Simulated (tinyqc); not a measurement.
# Nanowire ballistic transistor, top-of-the-barrier model, step by step

tinyqc, about 0.04 s, one thread, Intel Xeon 2.30GHz (shared host): `OMP_NUM_THREADS=1 python tinyqc.py 2400127 2400128 out.jsonl` Printed values are rounded.

At the top of the source barrier, states moving towards the drain are filled by the source (Fermi level 0) and states moving back by the drain (Fermi level -q Vd); nothing scatters. U is the shift of the band edge there, set by the capacitances CG, CD and CS (the total) and by the charge. Parabolic one-dimensional subband; the source is grounded.

Parameters, values chosen for the exercise; mass and valleys made up: temperature T = 250 K; effective mass m = 0.0414 m0; valley degeneracy gv = 4; relative permittivity of the gate insulator eox = 3.9; insulator thickness tox = 1.4 nm; wire diameter d = 4 nm; gate control CG/CS aG = 0.92; drain control CD/CS aD = 0.028; band edge at the barrier top above the source Fermi level at zero bias E0 = 0.21 eV; gate voltage Vg = 0.37 V; drain voltage Vd = 0.05 V.

Constants: q = 1.602176634e-19 C, kB = 1.380649e-23 J/K, hbar = 1.054571817e-34 J s, h = 6.62607015e-34 J s, m0 = 9.1093837015e-31 kg, Vt = kB T/q, eps0 = 8.8541878128e-14 F/cm where lengths are in cm. Results are converted to the units shown.

## Density of states, capacitances and charge at zero bias

N0 = gv sqrt(2 m kB T/pi)/hbar, CG = 2 pi eps0 eox/ln(1 + 2 tox/d), CS = CG/aG, n0 = n at U = 0 and Vd = 0. eta1 = -(E0 + U)/Vt, eta2 = eta1 - Vd/Vt, n = (N0/2)[F_(-1/2)(eta1) + F_(-1/2)(eta2)], F_(-1/2)(x) = (1/sqrt(pi)) int_0^infinity u^(-1/2)/(1 + exp(u - x)) du. UL = -(aG Vg + aD Vd).

N0 = 3.452870e6 cm^-1
CG = 4.088866 pF/cm
CS = 4.444419 pF/cm
n0 = 201.7198 cm^-1
UL = -0.3418 eV

## Iteration 1: self-consistent potential at the barrier top

U at the start (U = UL) = -0.3418 eV

eta1 = -(E0 + U)/Vt, eta2 = eta1 - Vd/Vt, n = (N0/2)[F_(-1/2)(eta1) + F_(-1/2)(eta2)], F_(-1/2)(x) = (1/sqrt(pi)) int_0^infinity u^(-1/2)/(1 + exp(u - x)) du. U(out) = UL + q (n - n0)/CS. Newton step: U(new) = U + (U(out) - U)/(1 + CQ/CS), CQ = (q/Vt) dn/d(eta1) with both F' summed; F' = dF_(-1/2)/dx.

eta1 = 6.117902
eta2 = 3.796998
n = 8.421365e6 cm^-1
U(out) = -0.03822399 eV
CQ = 7.127158 pF/cm
U after iteration 1 = -0.2252023 eV

## Iteration 2: self-consistent potential at the barrier top

As before.

eta1 = 0.7056624
eta2 = -1.615241
n = 1.849922e6 cm^-1
U(out) = -0.2751191 eV
CQ = 7.601088 pF/cm
U after iteration 2 = -0.2436201 eV

## Course of the iteration: self-consistent potential at the barrier top

Stop when U changes by less than 1e-9 eV, or after 90 iterations.

Course of the iteration:
```
iteration      U (eV)  |change| (eV)
1          -0.2252023          0.117
2          -0.2436201         0.0184
3          -0.2425326        1.09e-3
4          -0.2425295        3.08e-6
5          -0.2425295       2.52e-11
```

Converged in 5 iterations. At the end the number of correct digits about doubles with each step.

## Current, mean velocity and share of the gate voltage

converged U = -0.2425295 eV

N0 = gv sqrt(2 m kB T/pi)/hbar, CG = 2 pi eps0 eox/ln(1 + 2 tox/d), CS = CG/aG, n0 = n at U = 0 and Vd = 0. eta1 = -(E0 + U)/Vt, eta2 = eta1 - Vd/Vt, n = (N0/2)[F_(-1/2)(eta1) + F_(-1/2)(eta2)], F_(-1/2)(x) = (1/sqrt(pi)) int_0^infinity u^(-1/2)/(1 + exp(u - x)) du. I = gv (2 q^2/h) Vt [ln(1 + exp eta1) - ln(1 + exp eta2)]. Mean velocity I/(q n). CQ = (q/Vt) dn/d(eta1); the band edge follows the gate as -dU/dVg = aG/(1 + CQ/CS).

eta1 = 1.509957
n = 2.753953e6 cm^-1
I = 8.959193 uA
mean velocity = 2.030495e7 cm/s
CQ = 9.048289 pF/cm
-dU/dVg = 0.3030426 eV/V

The carriers from the source are near degeneracy (eta1 = 1.51), and the mean velocity is 0.841 times vT = sqrt(2 kB T/(pi m)) = 2.41e7 cm/s. The drain fills a good part of the returning states, which lowers the mean.
